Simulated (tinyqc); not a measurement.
Switching field against angle and time: single-domain magnet: Stoner-Wohlfarth switching, Neel-Arrhenius retention, LLG dynamics and spin torque. Computed by tinyqc, a small Python program. Command: `OMP_NUM_THREADS=1 python tinyqc.py 3023848 3023849 out.jsonl macro walk`. One thread of a shared host (Intel(R) Xeon(R) Processor @ 2.30GHz), about 0.03 s of CPU time with the checks.

The moment is uniform, with unit vector m; z is the easy axis. mu_0 = 1.25663706212e-6 T m/A, gamma = 1.76085963023e11 rad/(s T).

Inputs (values chosen for the exercise, for a model magnet):
```
quantity,value,unit
saturation magnetisation M_s,1340,kA/m
diameter d,23,nm
thickness t,1.8,nm
interface anisotropy K_i,2.4,mJ/m^2
bulk anisotropy K_u,14,kJ/m^3
exchange stiffness A,22,pJ/m
temperature T,358,K
attempt frequency f0,1,GHz
waiting time t_w,0.001,s
```

Shape: thin disc, easy axis normal to it.

Constants: k_B = 1.380649e-23 J/K.

Method:
- The disc is treated as an oblate spheroid with p = t/d: N_z = [1 - p arccos(p)/sqrt(1 - p^2)]/(1 - p^2); V = pi d^2 t/4; K_eff = K_u + K_i/t + K_shape, K_shape = -(mu_0 M_s^2/4)(3 N_z - 1); mu_0 H_K = 2 K_eff/M_s.
- Delta = K_eff V/(k_B T); tau = exp(Delta)/f0; probability of a flip within t_w: P = 1 - exp(-t_w/tau). Wall width parameter sqrt(A/K_eff); a two-domain state costs 4 sqrt(A K_eff) times the cross-section that the wall cuts (d t).
- Energy over K_eff V: e(theta) = sin^2(theta) + 2 h cos(theta - psi) for m at the angle theta from +z and a field that points at psi from -z (it pulls m away from +z towards negative theta); h_sw = (cos^(2/3) psi + sin^(2/3) psi)^(-3/2).
- Switching field at T: the h at which the exact barrier equals ln(f0 t_w/ln 2) k_B T (0 if the zero-field barrier is lower). Sharrock form: h_sw [1 - (ln(f0 t_w/ln 2)/Delta)^(1/n)], n = 0.86 + 1.14 h_sw.

stability factor Delta = 61.7609

Fields over H_K:
```
psi (degrees),h_sw at T = 0,"thermal, exact barrier","thermal, Sharrock form"
1,0.90707,0.50544,0.48993
10,0.67381,0.41384,0.40086
20,0.57365,0.36113,0.35658
30,0.52402,0.33312,0.33307
45,0.50000,0.31920,0.32130
60,0.52402,0.33312,0.33307
75,0.61466,0.38339,0.37521
89,0.90707,0.50544,0.48993
```

What follows from these numbers?

At T = 0 the field is least at 45 degrees, H_K/2, and symmetric about it. Thermal help lowers it to 56 % at 1 degree and 64 % at 45 degrees; the Sharrock form misses the exact barrier by at most about 0.016 H_K, at psi = 1 (and its mirror angle). Caution: a flat cylinder has a smaller N_z than the spheroid of the same t/d, so K_eff of a real disc is larger.

Extremes, crossings and ranges named in words are read from the listed rows.
